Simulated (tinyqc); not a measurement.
Hueckel theory of the pi electrons, for the molecule BC([CH2+])=CC(=C)O (SMILES; centres numbered as the heavy atoms are written), step by step. One step of it, computed by the program tinyqc.

Question. Energy, charges, bond orders. E = sum n x; q_r = z_r - P_rr; bond order p = P_rs; free valence = sqrt(3) - sum of p over the bonds of the atom.

x values: [2.429418, 1.614548, 0.889902, 0.000000, -0.665466, -1.338260, -1.930142]

occupations: [2.000000, 2.000000, 2.000000, 0.000000, 0.000000, 0.000000, 0.000000]

charge and bond-order matrix P, order 1B, 2C, 3C, 4C, 5C, 6C, 7O:
$$\begin{pmatrix}
0.088389 & 0.297866 & 0.227616 & 0.132795 & -0.042119 & -0.094821 & 0.005758 \\
0.297866 & 1.028785 & 0.750689 & 0.555061 & 0.000660 & -0.195628 & -0.023458 \\
0.227616 & 0.750689 & 0.597155 & 0.272299 & -0.195628 & -0.324857 & 0.066522 \\
0.132795 & 0.555061 & 0.272299 & 0.664189 & 0.565777 & 0.391891 & -0.116941 \\
-0.042119 & 0.000660 & -0.195628 & 0.565777 & 0.961868 & 0.761405 & 0.242197 \\
-0.094821 & -0.195628 & -0.324857 & 0.391891 & 0.761405 & 0.716747 & -0.183463 \\
0.005758 & -0.023458 & 0.066522 & -0.116941 & 0.242197 & -0.183463 & 1.942867
\end{pmatrix}$$

Centres:
```
centre  z_r, pi electrons of the neutral centre          h
1B                                            0  -1.000000
2C                                            1   0.000000
3C                                            1   0.000000
4C                                            1   0.000000
5C                                            1   0.000000
6C                                            1   0.000000
7O                                            2   2.000000
```

Bonds:
```
i  j         k
1  2  0.700000
2  3         1
2  4         1
4  5         1
5  6         1
5  7  0.800000
```

Give: pi energy = 6 alpha + this times beta; pi charges; Bond orders and lengths from R = 1.517 - 0.180 p; free valence of the carbons; gap between the highest filled and the next level.

Answer.

pi energy = 6 alpha + this times beta = 9.8677

pi charges: 1B -0.0884, 2C -0.0288, 3C 0.4028, 4C 0.3358, 5C 0.0381, 6C 0.2833, 7O 0.0571

Bond orders and lengths from R = 1.517 - 0.180 p (angstrom, C-C alone):
```
bond       p       R
1-2   0.2979       -
2-3   0.7507  1.3819
2-4   0.5551  1.4171
4-5   0.5658  1.4152
5-6   0.7614  1.3799
5-7   0.2422       -
```

free valence of the carbons: 2C 0.1284, 3C 0.9814, 4C 0.6112, 5C 0.1627, 6C 0.9706

gap between the highest filled and the next level = 0.8899 |beta|
